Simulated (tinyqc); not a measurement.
Thin film between two gates, subbands and threshold shift from confinement: one step of the calculation.

Undoped body with a flat potential across it, hard walls, transport along x. One isotropic valley (g = 1, mx = my = mz = me). Non-parabolicity enters the subband edges through E (1 + al E) = gamma, so E = 2 gamma/(1 + sqrt(1 + 4 al gamma)); motion within a subband is taken as parabolic with the band-edge mass. Energies are counted from the bulk band edge.

Task. Threshold shift. Each subband has N_k = g sqrt(mx my) m0 kB T/(pi hbar^2); without degeneracy n = exp(EF/Vt) sum N_k exp(-E_k/Vt). Classical value Nc times t, Nc = sum over valleys of 2 g (m m0 kB T/(2 pi hbar^2))^1.5 with m = (mx my mz)^(1/3). Threshold shift dVT = Vt ln(classical value/sum N_k exp(-E_k/Vt)). Use the subbands listed.

Inputs (values chosen for the exercise); masses close to those of In0.53Ga0.47As: temperature T = 300 K; mass at the band edge me = 0.0415 m0; film thickness (along z) t = 14.3 nm.

Constants: q = 1.602176634e-19 C, kB = 1.380649e-23 J/K, hbar = 1.054571817e-34 J s, m0 = 9.1093837015e-31 kg, Vt = kB T/q. Results are converted to the units shown.

```
subband     E_k (eV)   N_k (cm^-2)
1        0.041071881  4.4816655e11
2         0.14659613  4.4816655e11
3         0.28819666  4.4816655e11
4         0.44833425  4.4816655e11
5         0.61844096  4.4816655e11
```

Wanted: shares; sum N_k exp(-E_k/Vt); Nc; classical value; dVT.

Result.

shares, subband 1 to 5 (%): [98.334, 1.659, 0.007, 0.000, 0.000]
sum N_k exp(-E_k/Vt) = 9.3059e10 cm^-2
Nc = 2.1215e17 cm^-3
classical value = 3.0338e11 cm^-2
dVT = 30.550 mV

Range of the model: Non-parabolicity also makes carriers heavier within each subband, which is left out, so densities of states are understated at high energy.

Program tinyqc, `OMP_NUM_THREADS=1 python tinyqc.py 2350141 2350142 out.jsonl`; Intel Xeon 2.30GHz, shared host, one thread, about 0.04 s.
